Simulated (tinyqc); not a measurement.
# Worked calculation: small-signal admittance of a forward-biased p+-n diode

Computed by the program tinyqc: `OMP_NUM_THREADS=1 python tinyqc.py 2890164 2890165 out.jsonl`, one thread of a shared Intel Xeon 2.30GHz, about 0.01 s for the whole run. Printed values are rounded.

Holes injected into a neutral base of width wb with an ohmic contact at its end; low injection, p0 far above the equilibrium density. A small voltage v exp(i w t), w = 2 pi f, modulates the edge density by p0 v/Vt, and the small-signal density obeys Dp d2p/dx2 = (1/tau + i w) p.

Inputs (values chosen for the exercise); permittivity close to that of 4H silicon carbide:
- T = 300 K (temperature)
- eps_r = 9.7 (relative permittivity)
- Nd = 7e15 cm^-3 (donor density of the base)
- Dp = 2.8 cm^2/s (hole diffusion coefficient)
- tau = 1e-6 s (hole lifetime)
- wb = 18 um (width of the neutral base)
- p0 = 1e14 cm^-3 (excess hole density at the junction edge)
- Na = 9e19 cm^-3 (acceptor density of the p+ side)
- f = 10000 Hz (signal frequency)

Constants: q = 1.602176634e-19 C, kB = 1.380649e-23 J/K, Vt = kB T/q, eps0 = 8.8541878128e-14 F/cm where lengths are in cm. Results are converted to the units shown.

## Closed-form admittance

L = sqrt(Dp tau); direct current J = (q Dp p0/L) coth(wb/L); k = sqrt(1 + i w tau)/L; diffusion admittance Y = (q Dp p0/Vt) k coth(k wb) = G + i w C_diff; junction capacitance C_j = sqrt(q eps0 eps_r Nd/(2 Vr)) in the depletion approximation, with the remaining barrier Vr = Vt ln(Na/p0), a rough value under forward bias; base-width modulation is left out.

L = 16.7332 um
J = 0.0338675 A/cm^2
k wb = 1.07624+0.03378i
Y = 1.31014+0.02027i S/cm^2
C_diff = 0.322679 uF/cm^2
C_j = 0.0368622 uF/cm^2

G is 1.00 times its low-frequency value J/Vt, and C_diff is 8.75 times C_j.

## The same by finite differences

6 equal intervals, h = wb/6; u = small-signal density over its edge value, u_0 = 1, u_6 = 0; u_(i-1) + b u_i + u_(i+1) = 0 with b = -2 - h^2 (1/tau + i w)/Dp; Y = (q Dp p0/(Vt h)) (-b/2 - u_1), which includes the half box at the edge.

b = -2.03214-0.00202i
u, node 1 to 5: 0.788512-0.002573i  0.602375-0.003635i  0.435607-0.003598i  0.282847-0.002797i  0.139185-0.001515i
Y on the mesh = 1.31628+0.02072i S/cm^2

Against the closed form the real part is 0.47 % above it and the imaginary part 2.2 % above it; |k h| = 0.18.
